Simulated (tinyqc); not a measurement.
From peak temperature back to conductivity at the base temperature kappa_0: self-heating of a transistor with one or more fingers, with temperature-dependent conductivity. Computed by tinyqc, a small Python program. Command: `OMP_NUM_THREADS=1 python tinyqc.py 3025230 3025231 out.jsonl selfheat inv`. One thread of a shared host (Intel(R) Xeon(R) Processor @ 2.30GHz), about 0.1 s of CPU time with the checks.

N long parallel fingers lie on the top face of a slab whose bottom is held at T_0; the top is otherwise insulated, and heat flows in two dimensions. P in W/mm is 1000 P in W/m.

Inputs (values chosen for the exercise, modelled on germanium):
```
quantity                    value        unit
exponent m in kappa ~ T^-m   1.21           -
base temperature T_0          323           K
power per gate width P       0.54        W/mm
fingers N                       2           -
finger pitch s                 55  micrometre
width of the heat source w    1.1  micrometre
substrate thickness t         140  micrometre
```

Power: fixed power.

Method:
- A line source of power P on the top face raises the top at distance x by (P/(pi kappa_0)) g(x), g(x) = -ln tanh(pi x/(4 t)) (the image sum for the slab). On a strip of width w the centre sees the mean of g over the strip, g_0 = 1 + ln(8 t/(pi w)) for w much below t.
- theta_i = (P/(pi kappa_0)) [g_0 + sum over j != i of g(|i - j| s)], with equal powers and constant conductivity; thermal resistance = largest theta/P.
- Kirchhoff transformation for kappa = kappa_0 (T/T_0)^-m: T = T_0 [1 - (m - 1) theta/T_0]^(-1/(m - 1)), where theta is the linear rise.
- The bracket vanishes at the power P T_0/((m - 1) theta).

Question. A run gave the result below. Find the conductivity at the base temperature kappa_0, known to lie between 39 and 81 W/(m K).

peak temperature = 347.7023 K

Answer.

Each step takes the trial c = (a f_b - b f_a)/(f_b - f_a), f being the result less the target and a, b, c the logarithms of the listed values; c replaces end b, the old b replaces a if the sign of f changed, and otherwise f_a is halved.

Scan of the range:
```
conductivity at the base temperature kappa_0 (W/(m K))  peak temperature (K)
39.0                                                                 360.653
44.1                                                                 356.036
49.8                                                                 352.054
56.2                                                                 348.590
63.5                                                                 345.527
71.7                                                                 342.856
81.0                                                                 340.503
```

False position (Illinois rule, in the logarithm of the input) inside the bracket:
```
step    end a    end b    trial  peak temperature (K)
1     56.2000  63.5000  58.2253               347.660
2     56.2000  58.2253  58.0463               347.739
3     58.2253  58.0463  58.1300               347.702
4     58.0463  58.1300  58.1299               347.702
```

Peak temperature falls at every point of a 13-point scan of the range (every second point is shown), so one value fits; it is bracketed by 56.2 and 63.5. Answer: conductivity at the base temperature kappa_0 = 58.13 W/(m K).
